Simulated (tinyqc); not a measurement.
# Trench capacitor in an array: capacitance, non-linearity, leakage and relaxation: cell against the film thickness

A film between two metal electrodes, each interface adding a series capacitance ci. The small-signal permittivity is ek (1 + aq E^2); the field is found with the linear permittivity. Leakage J = J0 sinh(E/Ef). After a voltage step the film passes a relaxation current kr C V tt^(-nr), tt being the time in seconds. The sidewall is a coaxial capacitor with radii a = dm/2 - t and b = dm/2, depth AR dm; the end face is left out.

Per length 1/c = ln(b/a)/(2 pi eps0 ek) + (1/a + 1/b)/(2 pi ci); cell capacitance c AR dm; per footprint over pt^2; fields c V/(2 pi eps0 ek r) at r = a and b; resistance of the inner electrode rho AR dm/(pi a^2); time constant R C/3 of the distributed line.

Values chosen for this exercise; permittivity of the order of that of hafnium oxide:
- ek = 19.2 (relative permittivity of the film)
- ci = 53 uF/cm^2 (capacitance of each electrode interface (dead layer and screening))
- V = 2 V (bias)
- dm = 42 nm (diameter of the hole)
- AR = 10 (aspect ratio, depth over diameter)
- pt = 78 nm (pitch of the square array)
- rho = 1300 uohm cm (resistivity of the inner electrode)

Constants: eps0 = 8.8541878128e-14 F/cm where lengths are in cm. Results are converted to the units shown.

Result of one run:
```
t (nm)  cell capacitance (fF)  per footprint (uF/cm^2)  field at a (MV/cm)  field at b (MV/cm)  R (kohm)  R C/3 (ps)
2                      3.3925                   55.761              7.9600              7.2019    4.8143      5.4442
```

What becomes of these results when the film thickness t is changed from 2 to 2.7 nm, all else the same?

Result of the changed run:
```
t (nm)  cell capacitance (fF)  per footprint (uF/cm^2)  field at a (MV/cm)  field at b (MV/cm)  R (kohm)  R C/3 (ps)
2.7                    2.6324                   43.267              6.4128              5.5883    5.1897      4.5538
```

The whole series:
```
t (nm)  cell capacitance (fF)  per footprint (uF/cm^2)  field at a (MV/cm)  field at b (MV/cm)  R (kohm)  R C/3 (ps)
2                      3.3925                   55.761              7.9600              7.2019    4.8143      5.4442
2.7                    2.6324                   43.267              6.4128              5.5883    5.1897      4.5538
3.7                    1.9708                   32.394              5.0787              4.1839    5.8070      3.8148
5                      1.4601                   23.999              4.0683              3.0996    6.7890      3.3042
6.7                    1.0632                   17.475              3.3145              2.2570    8.4991      3.0120
9.1                   0.73519                   12.084              2.7542              1.5607    12.273      3.0076
12                    0.49946                   8.2094              2.4741              1.0603    21.456      3.5722
```

As t goes from 2 to 12, the cell capacitance falls from 3.39 to 0.499 fF, the capacitance per footprint falls from 55.8 to 8.21 uF/cm^2, the ratio of the two fields rises from 1.11 to 2.33 and R C/3 goes from 5.44 through a minimum of 3.01 (at t = 9.1 among the rows listed) to 3.57 ps; the time constant goes as t^(-0.60) between the first two rows and t^(0.62) between the last two.

Computed by the program tinyqc: `OMP_NUM_THREADS=1 python tinyqc.py 2102145 2102146 out.jsonl`, one thread of a shared Intel Xeon 2.30GHz, about 0.01 s for the whole run.
